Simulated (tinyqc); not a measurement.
Inside a calculation. Method: one-electron ion in a basis of Gaussians. One step of it, computed by the program tinyqc.

Problem. Matrices over normalised Gaussians. With p = a_i + a_j and I(k) = Gamma((k+1)/2) / (2 p^((k+1)/2)): S = I(2l+2), T = (2l+3) a_i a_j S / p, V = -Z I(2l+1), each divided by sqrt(S_ii S_jj).

exponents of r^l exp(-a r^2) (1/bohr^2): 0.103800  0.324800  1.016000  3.180000  9.950000  31.130000  97.410000

Z = 3

l = 1

Give: S; T; V.

Solution.

S:
```
,1,2,3,4,5,6,7
1,1.0000,0.6795,0.2562,0.0724,0.0184,0.0045,0.0011
2,0.6795,1.0000,0.6797,0.2561,0.0724,0.0184,0.0045
3,0.2562,0.6797,1.0000,0.6794,0.2561,0.0724,0.0184
4,0.0724,0.2561,0.6794,1.0000,0.6796,0.2562,0.0724
5,0.0184,0.0724,0.2561,0.6796,1.0000,0.6796,0.2562
6,0.0045,0.0184,0.0724,0.2562,0.6796,1.0000,0.6795
7,0.0011,0.0045,0.0184,0.0724,0.2562,0.6795,1.0000
```

T (hartree):
```
,1,2,3,4,5,6,7
1,0.2595,0.2673,0.1206,0.0364,0.0094,0.0023,0.0006
2,0.2673,0.8120,0.8364,0.3774,0.1139,0.0295,0.0073
3,0.1206,0.8364,2.5400,2.6157,1.1803,0.3563,0.0924
4,0.0364,0.3774,2.6157,7.9500,8.1881,3.6956,1.1154
5,0.0094,0.1139,1.1803,8.1881,24.8750,25.6208,11.5626
6,0.0023,0.0295,0.3563,3.6956,25.6208,77.8250,80.1534
7,0.0006,0.0073,0.0924,1.1154,11.5626,80.1534,243.5250
```

V (hartree):
```
,1,2,3,4,5,6,7
1,-1.0283,-1.0040,-0.6118,-0.2962,-0.1315,-0.0567,-0.0242
2,-1.0040,-1.8189,-1.7761,-1.0822,-0.5240,-0.2326,-0.1003
3,-0.6118,-1.7761,-3.2170,-3.1408,-1.9136,-0.9266,-0.4114
4,-0.2962,-1.0822,-3.1408,-5.6913,-5.5570,-3.3863,-1.6396
5,-0.1315,-0.5240,-1.9136,-5.5570,-10.0673,-9.8300,-5.9897
6,-0.0567,-0.2326,-0.9266,-3.3863,-9.8300,-17.8070,-17.3865
7,-0.0242,-0.1003,-0.4114,-1.6396,-5.9897,-17.3865,-31.4994
```
